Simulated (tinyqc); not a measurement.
MOS capacitor on a p-type substrate, surface potential from the exact charge relation: two steps of the calculation.

Uniform p-type substrate, Boltzmann statistics, full ionisation, classical densities. psi is the surface potential against the body (positive when the bands bend down) and u = psi/Vt. Traps are spread evenly over the gap and neutral at flat band, so their charge is -q Dit psi; the minority quasi-Fermi level is shifted by Vb.

Values chosen for this exercise; band and dielectric values close to those of 4H silicon carbide:
- T = 300 K (temperature)
- Eg = 3.22 eV (band gap)
- eps_r = 9.63 (relative permittivity)
- Nc = 1.73e19 cm^-3 (conduction-band density of states at T)
- Nv = 2.47e19 cm^-3 (valence-band density of states at T)
- chi = 3.62 eV (electron affinity)
- N = 3.1e15 cm^-3 (acceptor density of the substrate)
- eox = 24.6 (relative permittivity of the gate insulator (close to zirconium oxide))
- tox = 21 nm (insulator thickness)
- phiM = 4.27 eV (gate work function)
- Nf = 6.6e10 cm^-2 (fixed charge at the interface, in units of q)
- Dit = 0 cm^-2 eV^-1 (density of interface traps)
- Vb = 0 V (reverse bias of the inversion layer against the body)
- Vg = -0.75 V (gate voltage against the body)

Constants: q = 1.602176634e-19 C, kB = 1.380649e-23 J/K, Vt = kB T/q, eps0 = 8.8541878128e-14 F/cm where lengths are in cm. Results are converted to the units shown.

Problem 1. Flat band, threshold and scales. ni = sqrt(Nc Nv) exp(-Eg/(2 Vt)), Eg in volts; phiF = Vt ln(N/ni); Cox = eps0 eox/tox; Vfb = phiM - chi - (Eg - Vt ln(Nv/N)) - q Nf/Cox; Q0 = sqrt(2 eps0 eps_r q N Vt); r = (ni/N)^2 exp(-Vb/Vt); VT = Vfb + [(2 phiF + Vb)(1 + q Dit/Cox) + sqrt(2 eps0 eps_r q N (2 phiF + Vb))/Cox].

Give: ni; phiF; Cox; Vfb; Q0; r; VT.

Solution 1.

ni = 1.8559e-8 cm^-3
phiF = 1.3824 V
Cox = 1.0372 uF/cm^2
Vfb = -2.3480 V
Q0 = 4.6794 nC/cm^2
r = 3.5843e-47
VT = 0.46343 V

Problem 2. Newton step for the surface potential. u = psi/Vt; F^2 = exp(-u) + u - 1 + r (exp(u) - u - 1); Qs = -sign(u) Q0 F; Cs = -dQs/dpsi = (Q0/Vt) |1 - exp(-u) + r (exp(u) - 1)|/(2 F). f = Vfb + psi + (q Dit psi - Qs)/Cox - Vg, f' = 1 + (Cs + q Dit)/Cox, psi(new) = psi - f/f'.

psi at the start = 1.5979625 V
Cox = 1.0372049 uF/cm^2
Vfb = -2.3479625 V
Q0 = 4.6793510 nC/cm^2
r = 3.5842680e-47

Find: u; F; Qs; Cs; f; f'; psi after iteration 1.

Solution 2.

u = 61.81
F = 7.798
Qs = -36.49 nC/cm^2
Cs = 0.01161 uF/cm^2
f = 0.03518 V
f' = 1.011
psi after iteration 1 = 1.563 V

Numbers from tinyqc (`OMP_NUM_THREADS=1 python tinyqc.py 2060011 2060012 out.jsonl`; about 0.01 s on one thread of a shared Intel Xeon 2.30GHz).
